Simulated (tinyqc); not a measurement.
# Tunnelling through a two-layer gate stack, WKB transmission and Tsu-Esaki current: effect of the tunnelling mass m1

Electrons leave the emitter at x = 0. Energies E (motion across the layers) are in eV from the emitter Fermi level; the collector Fermi level lies at -V and offers states at every E. No charge in the dielectric and no image force: F1 = V/(t1 + t2 eps1/eps2), F2 = F1 eps1/eps2; U = phi1 - F1 x in layer 1 and phi2 - F1 t1 - F2 (x - t1) in layer 2. With C = hbar^2/(2 m0), kappa = sqrt(m (U - E)/C) where U > E and 0 elsewhere; T(E) = exp(-S), S = 2 times the integral of kappa over x.

Each layer adds (2/F) sqrt(m/C) [G(u at its left edge) - G(u at its right edge)] to S, with u = U - E (0 where negative) and G(u) = (2/3) u^1.5. J = J0 times the integral of T(E) N(E) dE, N = ln[(1 + exp(-E/Vt))/(1 + exp((-E - V)/Vt))], J0 = q^2 me m0 kB T/(2 pi^2 hbar^3) (times 1e-4 for A/cm^2 per eV), from E = -Ef to far above the barrier (T = 1 there), by quadrature converged to the digits shown.

Parameters, values chosen for the exercise; layer 1 close to aluminium oxide, layer 2 close to hafnium oxide: temperature T = 350 K; Fermi energy of the emitter above its band bottom Ef = 0.27 eV; emitter mass in the supply function me = 0.67 m0; barrier of layer 1 above the emitter Fermi level at zero bias phi1 = 2.56 eV; thickness of layer 1 t1 = 0.8 nm; relative permittivity of layer 1 eps1 = 8.78; barrier of layer 2 at zero bias phi2 = 1.45 eV; tunnelling mass of layer 2 m2 = 0.19 m0; thickness of layer 2 t2 = 2.2 nm; relative permittivity of layer 2 eps2 = 21.9; voltage across the dielectric V = 1.3 V.

Constants: q = 1.602176634e-19 C, kB = 1.380649e-23 J/K, hbar = 1.054571817e-34 J s, m0 = 9.1093837015e-31 kg, Vt = kB T/q, hbar^2/(2 m0) = 0.0380998212 eV nm^2. Results are converted to the units shown.

Effect of the tunnelling mass m1:
```
m1 (m0)  S at E = 0  T(E = 0)  J (A/cm^2)  mean E of the current (eV)
0.12          10.99  1.692e-5        2190                     -0.1238
0.15          11.49  1.024e-5        1307                     -0.1230
0.2           12.23  4.903e-6       613.7                     -0.1217
0.25          12.87  2.563e-6       315.4                     -0.1206
0.31          13.57  1.276e-6       154.1                     -0.1193
0.4           14.50  5.034e-7       59.37                     -0.1177
0.5           15.42  2.011e-7       23.17                     -0.1160
0.63          16.48  6.938e-8       7.783                     -0.1141
```

J falls from 2190 to 7.78 A/cm^2. S goes as m1^(0.24): only one of the two layers feels this mass, so the power is below 0.5.

Numbers from tinyqc (`OMP_NUM_THREADS=1 python tinyqc.py 2540002 2540003 out.jsonl`; about 0.04 s on one thread of a shared Intel Xeon 2.30GHz).
